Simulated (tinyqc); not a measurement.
Raising U: Hubbard chain of 2 sites, mean field against exact. Computed by the program tinyqc. Collinear unrestricted mean field (the lowest of 40 random starts) against exact diagonalisation.

one-body matrix (hopping and site energies) (eV):
```
         1        2
1   0.0000  -1.2400
2  -1.2400   0.0000
```

electrons, up and down: 1  1

Exact and mean-field results (eV):
```
U            U/t    E exact  E mean field  mean |n_up - n_down|  double occupancy, exact  first gap in the sector
0.6200    0.5000  -2.189300     -2.170000                0.0000                   0.2190                   2.1893
1.2400    1.0000  -1.936325     -1.860000                0.0000                   0.1894                   1.9363
3.7200    3.0000  -1.240000     -0.826667                0.7454                   0.1000                   1.2400
4.9600    4.0000  -1.027250     -0.620000                0.8660                   0.0732                   1.0272
7.4400    6.0000  -0.750884     -0.413333                0.9428                   0.0420                   0.7509
9.9200    8.0000  -0.585449     -0.310000                0.9682                   0.0264                   0.5854
14.8800  12.0000  -0.402449     -0.206667                0.9860                   0.0128                   0.4024
24.8000  20.0000  -0.245568     -0.124000                0.9950                   0.0049                   0.2456
```

Estimate the missing row, U = 2.48.

Computed row:
```
U          U/t    E exact  E mean field  mean |n_up - n_down|  double occupancy, exact  first gap in the sector
2.4800  2.0000  -1.532724     -1.240000                0.0005                   0.1382                   1.5327
```

In absolute terms mean field is worst at U/t = 3.0, 0.413 eV too high: at small U it is nearly exact, and at large U it misses only exchange-scale energies. For the symmetric dimer the instability lies at U = 2t. Its local moments set in at U/t = 3.0 of those listed, a broken symmetry that the exact state of a finite cluster with equal spins does not have. Relative to the exact energy its error is 0.9 % at the smallest U, 50 % at most and 50 % at the largest. The double occupancy falls from 0.219 to 0.005; at the largest U the first gap is 0.99 times the exchange scale 4t^2/U.
